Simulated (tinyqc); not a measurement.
# Site energy and hopping from one surface Green function

Inverse problem. A semi-infinite chain with site energy e0 and hopping -t has g_s = 1/(E - e0 - t^2 g_s). Inside the band |g_s| = 1/t and Re g_s = (E - e0)/(2 t^2). Find t and e0.

g_s at E = -0.52 eV = 0.16500000-0.98629357i 1/eV

Answer. t = 1/|g_s|, and e0 = E - 2 t^2 Re g_s.

t = 1.00 eV
e0 = -0.850 eV

tinyqc, about 0.01 s, one thread, Intel Xeon 2.30GHz (shared host): `OMP_NUM_THREADS=1 python tinyqc.py 2680005 2680006 out.jsonl`
